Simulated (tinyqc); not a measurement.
Coupled-perturbed Hartree-Fock on RHF in the sto-3g basis, for H3+, spin multiplicity 1, step by step. One step of it, computed by the program tinyqc.

Task: Response to a field: uncoupled start. Field along z; U_ai = -mu_ai / (e_a - e_i), alpha = -4 sum U_ai mu_ai.

orbital energies (hartree): MO1 -1.001393, MO2 -0.275273, MO3 0.110503

dipole integrals <a|z|i> (bohr):
```
           i1
a2  -0.861159
a3  -0.593166
```

Give: uncoupled U; uncoupled polarisability.

Result:

uncoupled U:
```
        i1
a2  1.1860
a3  0.5335
```

uncoupled polarisability = 5.3510 bohr^3
